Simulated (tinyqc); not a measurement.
Plasmons of a degenerate electron gas in the random-phase approximation: one step. The dielectric function at one point. Two cases, with inputs chosen for the exercise.

Task: Give also the loss function Im(-eb/eps).

Lindhard function: eps(q, E)/eb = 1 + (qTF/q)^2 (f1 + i f2) with z = q/(2 kF), u = E/(hbar vF q), hbar vF = 2 c kF/m; f1 = 1/2 + [h(z - u) + h(z + u)]/(8 z), h(x) = (1 - x^2) ln|(x + 1)/(x - 1)|; f2 = pi u/2 for z + u < 1, (pi/(8 z))(1 - (z - u)^2) for |z - u| < 1 < z + u, else 0. Pairs exist for c (q^2 - 2 q kF)/m < E < c (q^2 + 2 q kF)/m.

Case 1.

Values chosen (out of a larger set: a free-electron density near that of Al; not measured data): q = 0.642 1/angstrom (wave vector); E = 15.3 eV (energy transfer).

kF = 1.740258 1/angstrom
qTF = 2.046262 1/angstrom
hbar vF = 13.26070 eV angstrom

Case 2.

Values chosen (out of a larger set: a free-electron density near that of Li; not measured data): q = 1.38 1/angstrom (wave vector); E = 13.2 eV (energy transfer).

kF = 1.123532 1/angstrom
qTF = 1.644172 1/angstrom
hbar vF = 8.561275 eV angstrom

Give: z, u; f1, f2; eps/eb; loss function.

Result:

Case 1.

z, u: [0.1845, 1.7972]

f1, f2: [-0.1303, 0.0000]

eps/eb = -0.324
loss function = 0.000

The point lies outside the pair continuum: eps is real, and there is loss only on the plasmon line eps = 0.

Case 2.

z, u: [0.6141, 1.1173]

f1, f2: [-0.2040, 0.4776]

eps/eb = 0.710+0.678i
loss function = 0.703

The point lies inside the pair continuum, so eps has an imaginary part.

Computed by tinyqc, one run a case: `OMP_NUM_THREADS=1 python tinyqc.py N N+1 out.jsonl` with N = 1652759, 1681056; one thread of a shared Intel(R) Xeon(R) Processor @ 2.30GHz, about 0.01 s a run at most.
